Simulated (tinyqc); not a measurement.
What each parameter does: inter-valley coupling by envelope functions against a chain of atomic planes.

Chain: E(phi) = e0 + 2 v cos(phi) + 2 u cos(2 phi), cos(phi0) = -v/(4u), e0 = 2u + v^2/(4u); plane j = 0, 1, ... has the potential V_j = dE x_j + F (j - 30) a/4 (1 MV/m = 1e-4 V/angstrom). There are 30 barrier planes a side; with y = j - 29.5, x_j = xb (f(y) + f(Nw - y)), f(y) = 1/(1 + exp(y/L)), plus any Ge added in the well. The valley splitting is the spacing of the two lowest levels. Envelope theory: F_j solves a one-valley chain with hopping -b and diagonal 2b + V_j, b = 4u sin^2(phi0), sum F_j^2 = 1; the valleys couple by Dv = sum_j F_j^2 V_j exp(-2 i phi0 j) and split by 2|Dv|.

Values chosen for the exercise (near those of the Delta valleys of silicon in a SiGe well; shifted at random, so the results belong to these values and not to a real crystal): a = 5.431 angstrom (lattice constant; planes lie a/4 apart); u = 0.646 eV (second-neighbour hopping); v = 0.775 eV (nearest hopping); Nw = 38 (planes in the well); L = 0.75 planes (interface width); xb = 0.25 (Ge fraction of the barriers); dE = 0.55 eV (offset per unit Ge fraction); F = 8 MV/m (field); js = 47 (plane j of a Ge spike (the well starts at j = 30)); xs = 0.08 (Ge fraction added on that plane).

Chain with the spike on plane js.

One parameter was then changed.

Results before and after:

| case | level (meV) | splitting (micro-eV) |
|---|---|---|
| base | 30.360 | 3373.8 |
| changed | 29.998 | 2617.5 |

Which of these changes was made? (a) xb = 0.3; (b) js = 50; (c) xs = 0.104; (d) L = 1.25 planes; (e) Nw = 44; (f) dE = 0.605 eV; (g) F = 10 MV/m.

Answer: (b) js = 50. Of the candidates, run in turn, only this one gives the changed row.

All candidates:

| case | level (meV) | splitting (micro-eV) |
|---|---|---|
| base | 30.360 | 3373.8 |
| Nw = 44 | 29.817 | 3303.0 |
| L = 1.25 planes | 31.155 | 3459.1 |
| xb = 0.3 | 31.015 | 3492.2 |
| dE = 0.605 eV | 30.863 | 3746.2 |
| F = 10 MV/m | 33.959 | 3214.9 |
| js = 50 | 29.998 | 2617.5 |
| xs = 0.104 | 30.805 | 4265.2 |

(tinyqc, `OMP_NUM_THREADS=1 python tinyqc.py 1451574 1451575 out.jsonl`, Intel(R) Xeon(R) Processor @ 2.30GHz, 1 thread, shared host, about 0.04 s.)
